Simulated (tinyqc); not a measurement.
Implanted layer, carriers, mobility and sheet resistance: one step of the calculation.

An n-type layer from the surface x = 0 to the junction xj, N(x) = N0 exp(-(x - Rp)^2/(2 sg^2)). Local neutrality (no depletion at surface or junction, no spilling of carriers), intrinsic carriers neglected, full ionisation of active dopants.

Problem. Junction depth and local values. xj = Rp + sg sqrt(2 ln(N0/Nb)); 11 equal steps from 0 to xj. Active dopant A = min(N, Ns); n = A - Nb; mobility mu = m1 + (m2 (T/300 K)^(-bt) - m1)/(1 + ((A + Nb)/Nr)^am).

Parameters, values chosen for the exercise; values close to those of arsenic in silicon over a p-type background: temperature T = 300 K; background doping of the opposite type Nb = 7.5e14 cm^-3; peak chemical concentration N0 = 1.2e20 cm^-3; mobility limit at high doping m1 = 52.3 cm^2/(V s); mobility limit at low doping, at 300 K m2 = 1390 cm^2/(V s); reference doping of the mobility law Nr = 9.76e16 cm^-3; exponent of the mobility law am = 0.655; temperature exponent of m2 bt = 2.4; solubility limit of active dopant Ns = 1.94e20 cm^-3; straggle after annealing sg = 110 nm; projected range Rp = 130 nm.

Give: xj; x; N; A; n; mu.

Solution.

xj = 668.5 nm

| point | x (nm) | N (cm^-3) | A (cm^-3) | n (1e20 cm^-3) | mu (cm^2/(V s)) |
|---|---|---|---|---|---|
| 0 | 0.0 | 5.969e19 | 5.969e19 | 0.597 | 72.01 |
| 1 | 60.8 | 9.844e19 | 9.844e19 | 0.984 | 66.56 |
| 2 | 121.5 | 1.196e20 | 1.196e20 | 1.196 | 64.87 |
| 3 | 182.3 | 1.072e20 | 1.072e20 | 1.072 | 65.80 |
| 4 | 243.1 | 7.074e19 | 7.074e19 | 0.707 | 69.97 |
| 5 | 303.9 | 3.441e19 | 3.441e19 | 0.344 | 80.40 |
| 6 | 364.6 | 1.234e19 | 1.234e19 | 0.123 | 106.2 |
| 7 | 425.4 | 3.259e18 | 3.259e18 | 0.033 | 174.4 |
| 8 | 486.2 | 6.345e17 | 6.345e17 | 0.006 | 355.6 |
| 9 | 547.0 | 9.103e16 | 9.103e16 | 0.001 | 734.6 |
| 10 | 607.7 | 9.625e15 | 9.625e15 | 0.000 | 1140 |
| 11 | 668.5 | 7.500e14 | 7.500e14 | 0.000 | 1308 |

The mobility runs from 64.9 to 1310 cm^2/(V s).

tinyqc, about 0.01 s, one thread, Intel Xeon 2.30GHz (shared host): `OMP_NUM_THREADS=1 python tinyqc.py 2110105 2110106 out.jsonl`
